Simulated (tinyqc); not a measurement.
Worked calculation: band-to-band tunnelling across a p-n junction in a two-band chain. Values are carried at full precision from step to step, so a last printed digit may differ when a step is redone from the rounded ones.

Sites alternate A at -Eg/2 and C at +Eg/2 with hopping -t; near the edges, with k counted from the zone boundary pi/a, E^2 = (Eg/2)^2 + (t a k)^2, so t = sqrt(c Eg/m)/a gives the mass m, c = hbar^2/2m0. In the gap cosh(q a) = 1 + (Eg^2/4 - e^2)/(2 t^2), e the energy from the local mid-gap. The potential is V0 = Eg + ov on the p side (left), 0 on the n side, and falls linearly over the 2N sites of the junction, V_j = V0 (1 - j/(2N + 1)), j = 1 to 2N, site 1 being A. E = Eg/2 + x ov. A half chain that ends on a site of level e1 with neighbour e2 has g = (1 + z)/(E - e1), z = exp(-/+ i k a) the root with Im g < 0, cos(k a) = (E - e1)(E - e2)/(2 t^2) - 1. S_L = t^2 g (ending on C, shifted by V0), S_R = t^2 g (starting on A). T = 4 Im(S_L) Im(S_R) |G_(1,2N)|^2.

Constants: hbar^2/2m0 = 3.80998211 eV angstrom^2.

Values chosen for the exercise (gap and mass near those of InSb; shifted at random, so the results belong to these values and not to a real crystal):
- Eg = 0.179 eV (gap)
- m = 0.0133 m0 (mass of electron and light hole)
- a = 6 angstrom (period (two sites))
- ov = 0.33 eV (overlap: top of the valence band on the p side above the conduction edge on the n side)
- N = 4 (periods in the small junction)
- x = 0.64 (energy above the n-side conduction edge, as a share of ov)

## Hopping, field and tunnelling length

Form t, V0, E, the field F = V0/((2N + 1) a/2) (1 V/angstrom = 100 MV/cm) and the length Eg/F over which E lies in the gap.

t = 1.1935 eV
V0 = 0.5090 eV
E = 0.3007 eV
F = 1.885 MV/cm
tunnelling length = 9.50 angstrom

So short a junction keeps the matrix small; its field is of the size of the 1 to 3 MV/cm of tunnel diodes.

## Self-energies of the two sides

Form cos(k a) and S for each side.

cos(k a): left -0.987581, right -0.971071

S_L, S_R (eV): -0.05940-0.75146i  0.10560-0.87167i

## Recursive Green function

g_1 = 1/(E - e_1 - S_L); g_j = 1/(E - e_j - t^2 g_(j-1)), with S_R also subtracted at the last site; G_1j = G_1(j-1) (-t) g_j, G_11 = g_1; e_j is the site level plus V_j. The self-energies stand in the order S_L, S_R.

Sweep:
```
j  e_j (eV)       g_j (1/eV)      G_1j (1/eV)
1    0.3629  -0.0050-1.3307i  -0.0050-1.3307i
2    0.4854  -0.0490-0.5230i   0.8303-0.0809i
3    0.2498   0.2118-1.3081i  -0.0836+1.3167i
4    0.3723  -0.1034-0.5160i  -0.8212+0.1110i
5    0.1367   0.4886-1.1537i   0.3260-1.1954i
6    0.2592  -0.2091-0.5252i   0.8307-0.0941i
7    0.0236   0.6458-0.8403i  -0.5460+0.9056i
8    0.1461  -0.1729-0.4106i  -0.5565-0.0807i
```

T = 0.8285

## WKB for the same field

T = exp(-2 I/F), I = integral of q de across the gap. Continuum: q = sqrt(Eg^2/4 - e^2)/(t a), I = pi Eg^2/(8 t a). Lattice: q from the cosh formula, 12 Gauss-Legendre points in u with e = (Eg/2) sin(u), u from -pi/2 to pi/2. F in V/angstrom is the value in MV/cm over 100.

I (eV/angstrom): continuum 0.001757, lattice 0.001757

T by WKB: continuum 0.8299, lattice 0.8300

The chain gives 0.8285, 0.998 times the lattice WKB value; the exponent is only 0.19, and reflections at the two kinks of the potential count.

## Checks

- G_(1,2N) from the sweep against inversion of the whole matrix (size): both 0.56231.

tinyqc: `OMP_NUM_THREADS=1 python tinyqc.py 1482588 1482589 out.jsonl`; about 0.01 s, one thread, shared Intel(R) Xeon(R) Processor @ 2.30GHz.
